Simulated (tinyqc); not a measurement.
Three-band tight binding of a dichalcogenide monolayer: one step. Levels and weights. Two cases, with inputs chosen for the exercise.

Problem. Diagonalise H.

Case 1.

H (eV), rows z2, xy, x2-y2 and columns alike:
```
[[1.082265, -0.539232+0.008542i, -0.175562-0.154401i],
 [-0.539232-0.008542i, 1.343396, 0.031190-1.231746i],
 [-0.175562+0.154401i, 0.031190+1.231746i, 1.323086]]
```

Case 2.

H (eV), rows z2, xy, x2-y2 and columns alike:
```
[[1.010710, -0.711320-0.147256i, 0.086076-0.295296i],
 [-0.711320+0.147256i, 1.381080, 0.040437-0.924826i],
 [0.086076+0.295296i, 0.040437+0.924826i, 1.390866]]
```

Give: levels; weights.

Solution.

Case 1.

levels (eV): [-0.1170, 1.2372, 2.6286]

weights, rows z2, xy, x2-y2; columns band 1, band 2, band 3:
```
[[0.157, 0.801, 0.042],
 [0.450, 0.036, 0.514],
 [0.393, 0.163, 0.444]]
```

Case 2.

levels (eV): [-0.0584, 1.4507, 2.3904]

weights, rows z2, xy, x2-y2; columns band 1, band 2, band 3:
```
[[0.333, 0.601, 0.066],
 [0.394, 0.048, 0.558],
 [0.274, 0.350, 0.376]]
```

Computed by tinyqc, one run a case: `OMP_NUM_THREADS=1 python tinyqc.py N N+1 out.jsonl` with N = 1482457, 1482603; one thread of a shared Intel(R) Xeon(R) Processor @ 2.30GHz, about 0.02 s a run at most.
